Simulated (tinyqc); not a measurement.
## Gate sheet resistance from two finger widths

Problem. At low frequency R = Rsh Wf/(3 L) + B/Wf, where B collects the channel and vertical terms. Find Rsh, B and the width of lowest R.

Values chosen for this exercise: channel length L = 0.77 um.

input resistance of single fingers, contacted at one end, of width 0.68 and 4.4 um (ohm): [726.77005, 151.36364]

Answer. R Wf is a straight line in Wf^2; the minimum of R lies where both terms are equal.

Rsh = 21.0 ohm/square
B = 490 ohm um
width of lowest R = 7.34 um

Computed by the program tinyqc: `OMP_NUM_THREADS=1 python tinyqc.py 2262065 2262066 out.jsonl`, one thread of a shared Intel Xeon 2.30GHz, about 0.01 s for the whole run.
